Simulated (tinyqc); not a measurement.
From one set of inputs to another, one input at a time: speciation in dilute and buffered hydrofluoric acid, oxide etch rate and bath loading. Computed by tinyqc, a small Python program. Command: `OMP_NUM_THREADS=1 python tinyqc.py 3120770 3120771 out.jsonl hfetch ladder`. One thread of a shared host (Intel(R) Xeon(R) Processor @ 2.30GHz), about 0.01 s of CPU time with the checks.

Concentrations stand for activities, NH4+ and Cl- are spectators, and water ionisation is neglected. H, F and HF2 denote the ions H+, F- and HF2-. The base temperature is 298 K.

The inputs printed are set A. Inputs not listed in the table keep their values of set A, so the rows need not describe a real material.

Inputs (values chosen for the exercise, of the order of those for thermal oxide at room temperature):
```
quantity,value,unit
HF added,0.24,mol/L
NH4F added,0.16,mol/L
HCl added,0,mol/L
K1 = [H][F]/[HF],0.000732,mol/L
K2 = [HF2]/([HF][F]),3.97,L/mol
K3 = [H2F2]/[HF]^2,2.68,L/mol
rate constant of neutral HF k_a,17,nm L/(min mol)
rate constant of HF2 k_b,58,nm L/(min mol)
activation energy,0.44,eV
temperature error,1.1,K
oxide removed per wafer,1.7,nm
```

Constants: k_B = 8.617333262e-05 eV/K.

Method:
- Fluoride balance: [HF] + [F] + 2 [HF2] + 2 [H2F2] = HF added + NH4F added. Acid balance: [H] + [HF] + [HF2] + 2 [H2F2] = HF added + HCl added. For a trial [H], [HF] = [H][F]/K1, and the fluoride balance is a quadratic in [F].
- The root is refined to 1e-13 in pH = -log10 [H].
- Rate = k_a ([HF] + 2 [H2F2]) + k_b [HF2], an empirical two-term form.
- Time = oxide/rate; a temperature error changes the rate by exp((E_a/k_B)(1/298 - 1/(298 + error))) - 1.

Each row keeps all changes above it:
```
input moved,from,to,pH,[HF2] (mol/L),share of HF2 in the rate (%)
set A,-,-,3.1119,0.050742,47.875
NH4F added (mol/L),0.16,0,1.9175,0.004144,5.943
K1 = [H][F]/[HF] (mol/L),0.000732,0.000688,1.9305,0.004026,5.772
rate constant of neutral HF k_a (nm L/(min mol)),17,12,1.9305,0.004026,7.985
rate constant of HF2 k_b (nm L/(min mol)),58,49,1.9305,0.004026,6.830
HF added (mol/L),0.24,0.31,1.8763,0.005123,6.694
K2 = [HF2]/([HF][F]) (L/mol),3.97,3.44,1.8872,0.004571,5.999
K3 = [H2F2]/[HF]^2 (L/mol),2.68,2.5,1.8810,0.004699,6.163
```

Which inputs carry the difference?

pH goes from 3.11 to 1.88, a factor 0.604 in all. The largest single move comes from NH4F added (a factor 0.616). [HF2] goes from 0.0507 to 0.00470, a factor 0.0926 in all. The largest single move comes from NH4F added (a factor 0.0817). Share of HF2 in the rate goes from 47.9 to 6.16, a factor 0.129 in all. The largest single move comes from NH4F added (a factor 0.124), and rate constant of neutral HF k_a works against it (a factor 1.38). The single moves hold for this order of the switches; the total does not depend on the order.

Extremes, crossings and ranges named in words are read from the listed rows.
